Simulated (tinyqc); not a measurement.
Coherent potential approximation for a binary alloy with a semi-elliptic band, step by step. Values are carried at full precision from step to step, so a last printed digit may differ when a step is redone from the rounded ones.

Site levels eA = -x d (share 1 - x) and eB = (1 - x) d (share x), so that their mean, the virtual crystal, is 0. Pure band: G0(z) = 2 (z - sqrt(z - W) sqrt(z + W))/W^2 with principal roots, density -Im G/pi per site. The medium has a self-energy S(z), G = G0(z - S), z = E + i eta. t_i = (e_i - S)/(1 - (e_i - S) G); the CPA demands <t> = (1 - x) tA + x tB = 0. Iteration: start at S = 0, set S(new) = S + <t>/(1 + <t> G), stop when |<t>| < 1e-9 eV.

Constants: hbar = 6.58211957e-16 eV s.

Parameters, chosen for this exercise: W = 1.5 eV (half width of the pure band); x = 0.28 (fraction of B); d = 2.4 eV (eB - eA); eta = 0.03 eV (broadening); E = 1.19 eV (energy).

## First step: the average t-matrix

With S = 0 form G, tA, tB, <t> and the new S.

eA, eB (eV): [-0.6720, 1.7280]

G = 1.02308-0.78623i 1/eV

tA, tB (eV): [-0.3627-0.1135i, -0.5448-0.9640i]

<t> = -0.4137-0.3517i eV
S after one step = -1.2267-1.3122i eV

## The self-consistent medium

Iterate.

Iterations:
```
i               S (eV)           G (1/eV)  |<t>| (eV)
0              0.00000   1.02308-0.78623i       0.543
1    -1.22666-1.31216i   0.31371-0.20402i        2.01
2    -2.16642-7.38620i   0.04967-0.11160i        9.41
3     6.20249-5.42561i  -0.09021-0.10022i        5.09
4     5.15810-2.41151i  -0.18206-0.11811i        1.57
5     4.21115-1.71788i  -0.24678-0.15722i       0.792
6     3.58147-1.55483i  -0.28275-0.21612i       0.515
7     3.12626-1.61697i  -0.27700-0.28080i       0.378
...                ...                ...         ...
75    3.09990-2.28225i  -0.19364-0.26462i    2.81e-09
76    3.09990-2.28225i  -0.19364-0.26462i    2.13e-09
77    3.09990-2.28225i  -0.19364-0.26462i    1.61e-09
78    3.09990-2.28225i  -0.19364-0.26462i    1.22e-09
79    3.09990-2.28225i  -0.19364-0.26462i    9.22e-10
```

S = 3.09990-2.28225i eV
G = -0.19364-0.26462i 1/eV

Converged at i = 79. The first step gave -1.2267-1.3122i eV.

## Densities on A and B, and the lifetime

G_i = G/(1 - (e_i - S) G); densities -Im G_i/pi; their weighted sum must be -Im G/pi. Lifetime hbar/(2 |Im S|), which has a meaning only while |Im S| is small against W. Weak-scattering value of S: x (1 - x) d^2 G.

densities (1/eV): on A 0.0145, on B 0.2634, weighted sum 0.0842, medium 0.0842

lifetime = 0.144 fs
weak-scattering S = -0.2249-0.3073i eV

A B site carries the larger density here, by a factor 18.12; the weak-scattering value is 100 % from S.

## Checks

- Weighted sum of the partial densities against the density of the medium: both 0.084231.

Computed by tinyqc, a small Python program: `OMP_NUM_THREADS=1 python tinyqc.py 1480238 1480239 out.jsonl` (the numbers bound the seed that draws the inputs); one thread of a shared host (Intel(R) Xeon(R) Processor @ 2.30GHz), about 0.01 s for the whole set of steps.
